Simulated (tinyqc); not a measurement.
# Transfer-length model of a contact: what changes with what

A metal contact of length d and width W on a thin layer of the same width. The metal has no resistance, the sheet resistance under it equals Rsh, and current enters the layer at the front edge x = 0.

Inputs (values chosen for the exercise): sheet resistance of the semiconductor layer Rsh = 40 ohm/sq; specific contact resistivity rc = 2.1e-8 ohm cm^2; contact length d = 0.94 um; contact width W = 2.7 um.

Each table varies one quantity; the others keep the values above.

## Effect of the contact length

Transfer length Lt = sqrt(rc/Rsh); front resistance Rc = (Rsh Lt/W) coth(d/Lt); end resistance Re = (Rsh Lt/W)/sinh(d/Lt).

Effect of the contact length:
```
d (um)     d/Lt  Rc W (ohm um)  rc/d (ohm um)     Re/Rc
0.027   0.11784         78.137         77.778   0.99310
0.04    0.17457         53.032         52.500   0.98495
0.06    0.26186         35.796         35.000   0.96667
0.09    0.39279         24.521         23.333   0.92752
0.14    0.61101         16.822         15.000   0.83854
0.2     0.87287         13.040         10.500   0.71136
0.31     1.3530         10.477         6.7742   0.48458
0.46     2.0076         9.5019         4.5652   0.26386
0.7      3.0551         9.2059         3.0000  0.094032
1        4.3644         9.1681         2.1000  0.025442
```

Read the table: what changes, and by how much?

Rc W falls from 78.1 to 9.17 ohm um, as d^(-0.99) between the first two rows. It levels off at sqrt(rc Rsh) = 9.17 ohm um and, among the rows, is within 5 % of that from d = 0.46 um on (Lt = 0.229 um): metal beyond two transfer lengths lowers Rc by less than 4 %.

## Effect of the sheet resistance

Same model as above.

Effect of the sheet resistance:
```
Rsh (ohm/sq)  Lt (um)    d/Lt  Rc W (ohm um)  Re W (ohm um)
1.5             1.183  0.7944          2.685          2.015
4.5            0.6831   1.376          3.493          1.659
14             0.3873   2.427          5.507         0.9650
41             0.2263   4.153          9.284         0.2916
130            0.1271   7.396          16.52        0.02028
380           0.07434   12.64          28.25       1.822e-4
1200          0.04183   22.47          50.20       1.750e-8
```

What does the table show?

Rc W rises from 2.69 to 50.2 ohm um while Re W falls from 2.02 to 1.75e-8 ohm um; for Rsh going to zero both tend to rc/d = 2.23 ohm um. A larger Rsh shortens Lt and crowds the current to the front edge.

Numbers from tinyqc (`OMP_NUM_THREADS=1 python tinyqc.py 2760163 2760164 out.jsonl`; about 0.01 s on one thread of a shared Intel Xeon 2.30GHz).
